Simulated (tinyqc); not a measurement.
Plane-wave Kohn-Sham cycle with exchange-only LDA in a layered model solid, step by step. Computed by tinyqc, a small Python program that keeps every step. Settings: points = 16, plane-wave index or count = 3, electrons = 2, k points = 4, area = 31.0, mixing = 0.1, iteration cap = 70. Command: `OMP_NUM_THREADS=1 python tinyqc.py 27175 27176 out.jsonl` (the two numbers bound the seeds that draw the settings). One thread of a shared host (Intel(R) Xeon(R) Processor @ 2.60GHz), about 0.06 s of CPU time with the checks. Later iterations appear only in the table of the cycle.

## Iteration 1: potential

A solid whose potential varies along x alone (atomic units):
```
parameter                      value
period a                    8.300000
cross-section of the cell  31.000000
electrons per cell                 2
grid points                       16
plane waves -n..n, n               3
k points                           4
V1 in V1 cos(2 pi x/a)     -0.140000
V2 in V2 cos(4 pi x/a)     -0.180000
```

density at the start, on the grid x_j = j a/N (e/bohr^3): 0.007773  0.007773  0.007773  0.007773  0.007773  0.007773  0.007773  0.007773  0.007773  0.007773  0.007773  0.007773  0.007773  0.007773  0.007773  0.007773

V_H(G) = 4 pi rho(G)/G^2 for G != 0 (uniform background); v_x = -(3 rho/pi)^(1/3); V = V_ext + V_H + v_x; Fourier components f(G_m) = (1/N) sum_j f(x_j) exp(-i G_m x_j).

Potentials on the grid (hartree):
```
x         V_ext     V_H      v_x        V
0.0000  -0.3200  0.0000  -0.1951  -0.5151
0.5188  -0.2566  0.0000  -0.1951  -0.4517
1.0375  -0.0990  0.0000  -0.1951  -0.2941
1.5562   0.0737  0.0000  -0.1951  -0.1214
2.0750   0.1800  0.0000  -0.1951  -0.0151
2.5938   0.1809  0.0000  -0.1951  -0.0142
3.1125   0.0990  0.0000  -0.1951  -0.0961
3.6313   0.0021  0.0000  -0.1951  -0.1930
4.1500  -0.0400  0.0000  -0.1951  -0.2351
4.6688   0.0021  0.0000  -0.1951  -0.1930
5.1875   0.0990  0.0000  -0.1951  -0.0961
5.7062   0.1809  0.0000  -0.1951  -0.0142
6.2250   0.1800  0.0000  -0.1951  -0.0151
6.7438   0.0737  0.0000  -0.1951  -0.1214
7.2625  -0.0990  0.0000  -0.1951  -0.2941
7.7812  -0.2566  0.0000  -0.1951  -0.4517
```

V(G_m), m = 0, 1, 2, ... (hartree): -0.1951  -0.0700  -0.0900  0.0000  0.0000  0.0000  0.0000

## Iteration 1: Hamiltonian at one k

k = 0.1250 2 pi / a

H(m,m') = (k + G_m)^2/2 delta + V(G_m - G_m'), with V(-G) = V(G).

H (hartree), lower triangle:
```
         -3       -2       -1       +0       +1       +2      +3
-3   2.1733
-2  -0.0700   0.8123
-1  -0.0900  -0.0700   0.0243
+0   0.0000  -0.0900  -0.0700  -0.1906
+1   0.0000   0.0000  -0.0900  -0.0700   0.1676
+2   0.0000   0.0000   0.0000  -0.0900  -0.0700   1.0988
+3   0.0000   0.0000   0.0000   0.0000  -0.0900  -0.0700  2.6031
```

## Iteration 1: levels at that k

Diagonalise the Hermitian matrix.

eigenvalues (hartree): -0.2522  0.0170  0.2043  0.8227  1.1071  2.1804  2.6094

## Iteration 1: new density

Motion across x is left out: the lowest 1 band(s) hold two electrons at each of the k points (j + 1/2)/nk - 1/2. Residual R = rho(out) - rho(in); rho(new) = rho(in) + 0.1 R. rho(out) = 2/(a A nk) sum |psi|^2 with psi = sum c exp(i G x). Harris energy E = band energy - dV sum rho (V_H/2 + v_x) + (3/4) dV sum rho v_x with rho(in), dV = a A/N, band energy = (2/nk) sum of the filled levels.

rho(out) (e/bohr^3): 0.022938  0.020007  0.013534  0.007588  0.003998  0.002296  0.001545  0.001200  0.001092  0.001200  0.001545  0.002296  0.003998  0.007588  0.013534  0.020007

density after iteration 1 (e/bohr^3): 0.009290  0.008996  0.008349  0.007755  0.007396  0.007225  0.007150  0.007116  0.007105  0.007116  0.007150  0.007225  0.007396  0.007755  0.008349  0.008996

energy per cell = -0.394637 hartree

## Iteration 2: potential

As before.

Potentials on the grid (hartree):
```
x         V_ext      V_H      v_x        V
0.0000  -0.3200   0.0238  -0.2070  -0.5032
0.5188  -0.2566   0.0213  -0.2048  -0.4401
1.0375  -0.0990   0.0148  -0.1998  -0.2840
1.5562   0.0737   0.0063  -0.1949  -0.1149
2.0750   0.1800  -0.0022  -0.1919  -0.0140
2.5938   0.1809  -0.0094  -0.1904  -0.0189
3.1125   0.0990  -0.0149  -0.1897  -0.1056
3.6313   0.0021  -0.0182  -0.1894  -0.2056
4.1500  -0.0400  -0.0193  -0.1893  -0.2486
4.6688   0.0021  -0.0182  -0.1894  -0.2056
5.1875   0.0990  -0.0149  -0.1897  -0.1056
5.7062   0.1809  -0.0094  -0.1904  -0.0189
6.2250   0.1800  -0.0022  -0.1919  -0.0140
6.7438   0.0737   0.0063  -0.1949  -0.1149
7.2625  -0.0990   0.0148  -0.1998  -0.2840
7.7812  -0.2566   0.0213  -0.2048  -0.4401
```

V(G_m), m = 0, 1, 2, ... (hartree): -0.1949  -0.0634  -0.0905  -0.0003  -0.0001  0.0000  0.0000

## Iteration 2: Hamiltonian at one k

k = 0.1250 2 pi / a

As before.

H (hartree), lower triangle:
```
         -3       -2       -1       +0       +1       +2      +3
-3   2.1735
-2  -0.0634   0.8125
-1  -0.0905  -0.0634   0.0245
+0  -0.0003  -0.0905  -0.0634  -0.1904
+1  -0.0001  -0.0003  -0.0905  -0.0634   0.1678
+2   0.0000  -0.0001  -0.0003  -0.0905  -0.0634   1.0990
+3   0.0000   0.0000  -0.0001  -0.0003  -0.0905  -0.0634  2.6033
```

## Iteration 2: levels at that k

As before.

eigenvalues (hartree): -0.2448  0.0110  0.2054  0.8225  1.1070  2.1800  2.6091

## Iteration 2: new density

As before.

rho(out) (e/bohr^3): 0.022451  0.019625  0.013371  0.007607  0.004113  0.002455  0.001731  0.001405  0.001303  0.001405  0.001731  0.002455  0.004113  0.007607  0.013371  0.019625

density after iteration 2 (e/bohr^3): 0.010606  0.010059  0.008851  0.007740  0.007067  0.006748  0.006608  0.006545  0.006525  0.006545  0.006608  0.006748  0.007067  0.007740  0.008851  0.010059

energy per cell = -0.379679 hartree

## Convergence

Stop when sqrt(dV sum R^2) is below 1e-8, dV = a A/N.

Course of the cycle:
```
iteration  E (hartree)  norm of the residual
1            -0.394637              1.20e-01
2            -0.379679              1.04e-01
3            -0.368117              8.99e-02
4            -0.359406              7.71e-02
5            -0.352981              6.57e-02
6            -0.348327              5.57e-02
7            -0.345011              4.70e-02
8            -0.342682              3.94e-02
9            -0.341068              3.29e-02
10           -0.339963              2.74e-02
11           -0.339213              2.27e-02
...                ...                   ...
60           -0.337761              4.81e-05
61           -0.337761              4.35e-05
62           -0.337761              3.94e-05
63           -0.337761              3.56e-05
64           -0.337761              3.23e-05
65           -0.337761              2.92e-05
66           -0.337761              2.64e-05
67           -0.337761              2.39e-05
68           -0.337761              2.16e-05
69           -0.337761              1.96e-05
70           -0.337761              1.77e-05
```

Not converged within 70 iterations: the residual falls steadily but slowly, by a factor of about 0.90 a step. Reruns (cap 100 unless said): mixing 0.5, Kerker q0 1.0: converged in 44 (E = -0.33776); mixing 0.3, Pulay depth 5: converged in 11 (E = -0.33776); the original settings with a cap of 400: converged in 145 (E = -0.33776).
